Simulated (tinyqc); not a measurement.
Worked calculation: Pariser-Parr-Pople SCF with singles CI, for the molecule C=Cc1ccncc1Cl (SMILES; centres numbered as the heavy atoms are written). One step of it, computed by the program tinyqc.

Problem. Iteration 2: Fock matrix. F_rr = H_rr + P_rr gamma_rr / 2 + sum_(s != r) P_ss gamma_rs; F_rs = H_rs - P_rs gamma_rs / 2; E = tr P (H + F) / 2 + core repulsion sum_(r<s) z_r z_s gamma_rs.

P after iteration 1, lower triangle:
```
            1C         2C         3C         4C         5C         6N         7C        8C
1C    0.817030
2C    0.723177   0.945973
3C    0.065693   0.546550   1.121990
4C   -0.252549  -0.135267   0.562393   1.022176
5C   -0.053008  -0.168948   0.063155   0.680594   0.809440
6N    0.168979   0.037952  -0.203969   0.006451   0.570732   1.256935
7C   -0.032391   0.075276   0.017879  -0.307239  -0.041322   0.709769   0.848561
8C   -0.317544  -0.044094   0.467419  -0.024826  -0.272155  -0.066638   0.570613  1.198104
9Cl   0.067025  -0.011726  -0.067408   0.001235   0.052624  -0.004012  -0.075180  0.124926

          9Cl
9Cl  1.979793
```

core matrix H (eV), lower triangle:
```
             1C          2C          3C          4C          5C          6N          7C          8C
1C   -41.993433
2C    -2.390000  -45.223194
3C     0.000000   -2.390000  -50.343306
4C     0.000000    0.000000   -2.390000  -45.811745
5C     0.000000    0.000000    0.000000   -2.390000  -43.808427
6N     0.000000    0.000000    0.000000    0.000000   -2.510000  -47.404376
7C     0.000000    0.000000    0.000000    0.000000    0.000000   -2.510000  -46.704370
8C     0.000000    0.000000   -2.390000    0.000000    0.000000    0.000000   -2.390000  -51.671570
9Cl    0.000000    0.000000    0.000000    0.000000    0.000000    0.000000    0.000000   -1.590000

            9Cl
9Cl  -55.676619
```

repulsion gamma_rs (eV), lower triangle:
```
            1C         2C         3C         4C         5C         6N         7C         8C
1C   11.130000
2C    5.344671  11.130000
3C    3.872631   5.347462  11.130000
4C    2.881032   3.872631   5.344671  11.130000
5C    2.343808   2.881349   3.871752   5.344883  11.130000
6N    2.294134   2.652608   3.573597   3.940660   5.477616  12.300000
7C    2.620967   2.881277   3.871553   3.517076   3.872541   5.477616  11.130000
8C    3.517205   3.872198   5.343977   3.871573   3.517377   3.941108   5.345617  11.130000
9Cl   3.979492   3.605498   3.978832   2.939609   2.669551   2.973518   3.978861   5.551257

           9Cl
9Cl  13.000000
```

Centres (angstrom, eV; a flat drawing with bonds scaled to 1.40 angstrom):
```
centre          x          y  core charge z          W   gamma_rr
1C      -2.756000  -0.226000              1  11.160000  11.130000
2C      -1.657000  -1.094000              1  11.160000  11.130000
3C      -0.357000  -0.577000              1  11.160000  11.130000
4C       0.742000  -1.445000              1  11.160000  11.130000
5C       2.043000  -0.927000              1  11.160000  11.130000
6N       2.245000   0.458000              1  14.100000  12.300000
7C       1.147000   1.326000              1  11.160000  11.130000
8C      -0.154000   0.809000              1  11.160000  11.130000
9Cl     -1.253000   1.677000              2  26.000000  13.000000
```

Give: F; pi energy.

Solution.

F (eV), lower triangle:
```
          1C       2C       3C       4C       5C       6N       7C       8C
1C   -6.0034
2C   -4.3226  -5.7450
3C   -0.1272  -3.8513  -5.2228
4C    0.3638   0.2619  -3.8929  -5.3870
5C    0.0621   0.2434  -0.1223  -4.2088  -5.1853
6N   -0.1938  -0.0503   0.3645  -0.0127  -4.0731  -7.5623
7C    0.0424  -0.1084  -0.0346   0.5403   0.0800  -4.4539  -4.8747
8C    0.5584   0.0854  -3.6389   0.0481   0.4786   0.1313  -3.9151  -5.1869
9Cl  -0.1334   0.0211   0.1341  -0.0018  -0.0702   0.0060   0.1496  -1.9367

          9Cl
9Cl  -12.7512
```

pi energy = -141.7398 eV
